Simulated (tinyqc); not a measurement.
Worked calculation: electroplating on a thin resistive seed layer: kinetics, Wagner number and the terminal effect across a wafer. Computed by tinyqc, a small Python program that keeps every step. Command: `OMP_NUM_THREADS=1 python tinyqc.py 3121389 3121390 out.jsonl terminal walk`. One thread of a shared host (Intel(R) Xeon(R) Processor @ 2.30GHz), about 0.02 s of CPU time with the checks. Intermediate numbers are printed to about 6 digits and carried at full precision; extremes and crossings named in words are read from the listed rows.

Current enters the seed at the rim. The bath is treated as a local resistance per area (no lateral flow in the liquid), two electrons per ion, molar volume 7.11 cm^3/mol, Faraday constant F = e N_A, kinematic viscosity 0.01 cm^2/s, omega = 2 pi x rpm/60; k_B T/e is in volts.

Inputs (values chosen for the exercise, of the order of those for copper plating on a thin cobalt or ruthenium seed):

| quantity | value | unit |
|---|---|---|
| wafer radius R | 7.5 | cm |
| seed thickness t | 29 | nm |
| seed resistivity | 11 | microohm cm |
| bath conductivity kappa | 0.089 | S/cm |
| gap to the anode h | 7.6 | cm |
| extra resistance of a porous plate | 180 | ohm cm^2 |
| exchange current density i_0 | 0.86 | mA/cm^2 |
| cathodic transfer coefficient alpha | 0.35 | - |
| mean current density | 23 | mA/cm^2 |
| diffusivity of the metal ion | 6.9e-06 | cm^2/s |
| metal ion concentration | 0.28 | mol/L |
| rotation rate | 60 | rpm |
| temperature T | 298 | K |

Constants: e = 1.602176634e-19 C; N_A = 6.02214076e+23 1/mol; k_B = 8.617333262e-05 eV/K.

## Rate, limit and resistances

Growth rate = i V_m/(2 F). Levich limit i_L = 0.62 x 2 F D^(2/3) omega^(1/2) nu^(-1/6) c. Tafel overpotential eta = (k_B T/(alpha e)) ln(i/i_0); kinetic resistance k_B T/(alpha e i); bath resistance h/kappa + plate; R_s = resistivity/t; Wagner number = kinetic resistance x kappa/R.

growth rate = 508.461 nm/min

limiting current i_L = 65.5688 mA/cm^2

overpotential = 241.119 mV

kinetic resistance = 3.19002 ohm cm^2

bath resistance R_b = 265.393 ohm cm^2

sheet resistance R_s = 3.79310 ohm/square

Wagner number = 0.0378549

Caution: the mean current exceeds 0.3 i_L, so depletion of metal ions, left out of the distribution, matters.

## Linear estimate of the terminal effect

Linearised: with R_t = kinetic + bath resistance the current density obeys (1/r)(r i')' = i R_s/R_t, so i = A I_0(r/l), l = sqrt(R_t/R_s); with x = R/l, edge/centre = I_0(x) and edge/mean = x I_0(x)/(2 I_1(x)). Voltage drop in the seed for a uniform current: i R_s R^2/4.

length l = 8.41477 cm

x = R/l = 0.891290

edge over centre, linear = 1.20868

edge over mean, linear = 1.09617

drop for uniform current = 1226.83 mV

For small x edge/centre is 1 + x^2/4 = 1.199.

## Current distribution

Full model: seed potential phi(r) with (1/r)(r phi')' = R_s i, where i solves phi = R_b i + (k_B T/(alpha e)) ln(i/i_0) (phi being the driving voltage left at r); phi'(0) = 0 and phi'(R) = R_s i_mean R/2. Solved by collocation to a tolerance of 1e-7.

Across the wafer:

| r/R | i (mA/cm^2) | i/mean | i/mean, linear |
|---|---|---|---|
| 0.00 | 20.8598 | 0.90695 | 0.90691 |
| 0.20 | 21.0257 | 0.91416 | 0.91413 |
| 0.40 | 21.5273 | 0.93597 | 0.93596 |
| 0.60 | 22.3769 | 0.97291 | 0.97292 |
| 0.75 | 23.2547 | 1.01107 | 1.01109 |
| 0.90 | 24.3519 | 1.05878 | 1.05878 |
| 1.00 | 25.2126 | 1.09620 | 1.09617 |

edge over centre, full model = 1.20867

The full model gives 1.21 against 1.21 from the linear form; the kinetic resistance, which the linear form holds fixed, is a small part of R_t here.

## As the film thickens, and with more bath resistance

The film is taken as uniform, with the seed resistivity; the last column adds 100 ohm cm^2 to R_b. Extra power of that plate = i^2 x 100 ohm cm^2 x area.

Edge over centre:

| thickness (nm) | R_s (ohm/square) | as given | with 100 ohm cm^2 more |
|---|---|---|---|
| 29.0 | 3.79310 | 1.20867 | 1.15004 |
| 43.5 | 2.52874 | 1.13684 | 1.09883 |
| 58.0 | 1.89655 | 1.10179 | 1.07368 |
| 87.0 | 1.26437 | 1.06730 | 1.04882 |
| 145.0 | 0.75862 | 1.04012 | 1.02915 |
| 290.0 | 0.37931 | 1.01996 | 1.01452 |
| 580.0 | 0.18966 | 1.00995 | 1.00725 |

extra power = 9.34820 W

The ratio falls below 1.1 from 87.0 nm on as given, and from 43.5 nm on with the added resistance: what counts is R_s R^2 against the sum of kinetic and bath resistance.

Checks made by the program: mean of the distribution (relative difference 2e-08).
